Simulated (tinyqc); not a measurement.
Worked calculation: Hubbard ring of 6 sites. Computed by tinyqc, a small Python program that keeps every step. Settings: hopping = 1.42, U = 4.8, mixing = 0.5, iteration cap = 55. Command: `OMP_NUM_THREADS=1 python tinyqc.py 20956 20957 out.jsonl` (the two numbers bound the seeds that draw the settings). One thread of a shared host (Intel(R) Xeon(R) Processor @ 2.60GHz), about 0.3 s of CPU time with the checks. Later iterations appear only in the table of the cycle.

## Mean-field iteration 1

one-body matrix (hopping and site energies) (eV), lower triangle:
```
,1,2,3,4,5,6
1,0.330000
2,-1.420000,-0.500000
3,0.000000,-1.420000,-0.510000
4,0.000000,0.000000,-1.420000,-0.410000
5,0.000000,0.000000,0.000000,-1.420000,-0.760000
6,-1.420000,0.000000,0.000000,0.000000,-1.420000,0.400000
```

U = 4.800000 eV

electrons, up and down: 5  1

mixing = 0.500000

n(up) at the start (a guess, not normalised): 1 0.833000, 2 0.833000, 3 0.833000, 4 0.833000, 5 0.833000, 6 0.833000

n(down) at the start (a guess): 1 0.167000, 2 0.167000, 3 0.167000, 4 0.167000, 5 0.167000, 6 0.167000

H(up) = T + U n(down), H(down) = T + U n(up); fill the lowest levels; n(new) = n + mixing (n(out) - n); E = tr T (rho up + rho down) + U sum n_up n_down of the output.

levels, up (eV): -2.362393  -1.088716  -0.631200  1.833700  2.097296  3.510913

levels, down (eV): 0.834407  2.108084  2.565600  5.030500  5.294096  6.707713

energy = -3.162647 eV

n(up) after iteration 1: 1 0.769518, 2 0.849102, 3 0.875146, 4 0.875927, 5 0.859324, 6 0.769983

n(down) after iteration 1: 1 0.124088, 2 0.165299, 3 0.195790, 4 0.199299, 5 0.189046, 6 0.127478

## Mean-field iteration 2

As before.

levels, up (eV): -2.317450  -1.049906  -0.679164  1.834129  2.122572  3.444619

levels, down (eV): 0.895947  2.180247  2.487081  5.049776  5.310504  6.621646

energy = -3.236958 eV

n(up) after iteration 2: 1 0.763012, 2 0.854233, 3 0.880194, 4 0.878723, 5 0.863515, 6 0.759823

n(down) after iteration 2: 1 0.123166, 2 0.168033, 3 0.190435, 4 0.193597, 5 0.197848, 6 0.127420

## Convergence

Each step fills the lowest levels of T + U n(other spin) and sets n(new) = n + mixing (n(out) - n); stop when output and input agree to 1e-8.

Course of the cycle:
```
iteration,E (eV),largest |n(out) - n(in)|,mean |n_up - n_down|
1,-3.16264746,1.27e-01,0.666667
2,-3.23695752,2.03e-02,0.666667
3,-3.23867889,1.27e-02,0.666667
4,-3.24005090,1.17e-02,0.666667
5,-3.24143670,1.17e-02,0.666667
6,-3.24285700,1.19e-02,0.666667
7,-3.24430863,1.21e-02,0.666667
8,-3.24578503,1.24e-02,0.666667
9,-3.24727864,1.27e-02,0.666667
10,-3.24878146,1.29e-02,0.666667
11,-3.25028541,1.31e-02,0.666667
...,...,...,...
45,-3.29224097,1.46e-02,0.666667
46,-3.29340641,1.47e-02,0.666667
47,-3.29457368,1.48e-02,0.666667
48,-3.29574122,1.49e-02,0.666667
49,-3.29690679,1.49e-02,0.666667
50,-3.29806746,1.49e-02,0.670423
51,-3.29921965,1.49e-02,0.675152
52,-3.30035923,1.49e-02,0.679844
53,-3.30148158,1.48e-02,0.684491
54,-3.30258175,1.47e-02,0.689081
55,-3.30365460,1.46e-02,0.693602
```

Not converged within 55 iterations: the residual has stopped falling. The lowest mean-field energy found from random starts is -3.31613 eV. Reruns (cap 100 unless said): mixing 0.2: not converged; mixing 0.9: not converged; the original settings with a cap of 400: converged in 208 (E = -3.31613).

## Exact diagonalisation (36 states)

Lowest levels of the sector, and the double occupancy of the lowest state.

lowest levels (eV): -4.180535  -3.515360  -3.495632  -2.253632  -2.239351  -1.450000

double occupancy per site = 0.066118

## The lowest level by Lanczos steps

From a random start vector (not printed): a_j = <q_j|H|q_j>, b_j = norm of the remainder after orthogonalising; the Ritz value is the lowest eigenvalue of the tridiagonal matrix of a and b so far.

Lanczos:
```
j,a_j (eV),b_j (eV),lowest Ritz value (eV)
1,0.912325,4.022066,0.91232486
2,0.912525,3.205188,-3.10964141
3,4.351048,3.384385,-3.78978626
4,2.261948,3.651229,-3.97776432
5,2.260065,2.571270,-4.09847279
6,2.814607,3.250444,-4.13372924
7,0.931343,3.115208,-4.15493133
8,2.732681,2.705820,-4.17108115
9,2.149407,2.899627,-4.17765065
10,2.503700,1.903574,-4.18017353
```
